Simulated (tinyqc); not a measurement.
Worked calculation: coherent transport through a tight-binding region between two chains. One step of it, computed by the program tinyqc.

Problem. Transmission at E = -0.05 eV. Surface Green function g = (E - i sqrt(4 t^2 - E^2)) / (2 t^2); self-energy tc^2 g on each contact site; G = (E - H - Sigma)^(-1); Gamma = -2 Im Sigma; T = Gamma_L Gamma_R |G_LR|^2; local density of states -Im G_ii / pi.

H of the central region (eV), lower triangle:
```
           1          2          3          4         5
1   0.000000
2  -1.570000   0.000000
3   0.000000  -0.650000   0.000000
4   0.000000   0.000000  -1.570000   0.000000
5   0.000000   0.000000   0.000000  -0.420000  0.000000
```

Leads: semi-infinite chains with site energy 0:
```
parameter                           value
lead hopping t (eV)              2.670000
coupling to the left lead (eV)   1.360000
coupling to the right lead (eV)  0.890000
left contact site                       1
right contact site                      5
```

E = -0.050000 eV

Give: g; G; local density of states; transmission.

Solution.

g = -0.0035-0.3745i 1/eV

G (1/eV), lower triangle:
```
                 1                2                3               4
1   0.0159-0.0394i
2   0.6200-0.0081i   0.0136-0.2738i
3   0.0093+0.0945i   0.0420-0.0015i  -0.0191-0.2285i
4  -0.2564+0.0064i  -0.0043+0.1133i   0.6190-0.0067i  0.0215-0.0471i
5  -0.0651-0.3526i  -0.1574+0.0190i   0.1453+0.8532i  0.0698+0.0193i

                 5
5  -0.5347-3.1870i
```

local density of states (1/eV): 0.0125  0.0871  0.0727  0.0150  1.0145

transmission = 0.1057
